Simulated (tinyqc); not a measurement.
The scattering mechanism: Boltzmann transport in a parabolic band with a power-law relaxation time.

F_j(eta) = (1/Gamma(j + 1)) integral_0^infinity x^j dx/(1 + exp(x - eta)), which tends to exp(eta) for eta << 0.

tau = tau0 x^r with x = E/kT. With K_j = Gamma(j + 1) F_j(eta): <tau> = tau0 (r + 3/2) K_(r+1/2)/((3/2) K_(1/2)); mu = <tau>/(mc m0/e), m0/e = 5.685630e-12 kg/C; Hall factor rH = (3/2) K_(1/2) (2r + 3/2) K_(2r+1/2)/((r + 3/2) K_(r+1/2))^2; Seebeck S = -(kB/e) [(r + 5/2) K_(r+3/2)/((r + 3/2) K_(r+1/2)) - eta]; Lorenz number L = (kB/e)^2 [(r + 7/2) K_(r+5/2)/((r + 3/2) K_(r+1/2)) - ((r + 5/2) K_(r+3/2)/((r + 3/2) K_(r+1/2)))^2]; kB/e in V/K. Valley anisotropy is left out of rH.

Constants: kB = 8.617333262e-05 eV/K.
eta = 3.57137

Same eta for each exponent.

Results:
```
r                                     mechanism  <tau>/tau0     rH  S (microvolt/K)  L (1e-8 W ohm/K^2)
-0.5                           acoustic phonons       0.483  1.045            -75.1               2.051
0.0                  a constant relaxation time       1.000  1.000           -102.3               2.148
0.5   polar optical or piezoelectric scattering       2.146  1.033           -128.6               2.285
1.5                          ionised impurities      10.870  1.293           -181.0               2.660
```

What can be read from this table?

From r = -1/2 to 3/2 |S| grows by 105.9 microvolt/K, against 2 kB/e = 172.3 in the non-degenerate limit: scattering that favours fast electrons raises the mean energy carried. rH is 1 only for constant tau and reaches 1.293 for r = 3/2; L spans 2.051 to 2.660 against the metallic 2.443.

Program tinyqc; command `OMP_NUM_THREADS=1 python tinyqc.py 1681919 1681920 out.jsonl`; about 0.01 s on one thread of a shared Intel(R) Xeon(R) Processor @ 2.30GHz.
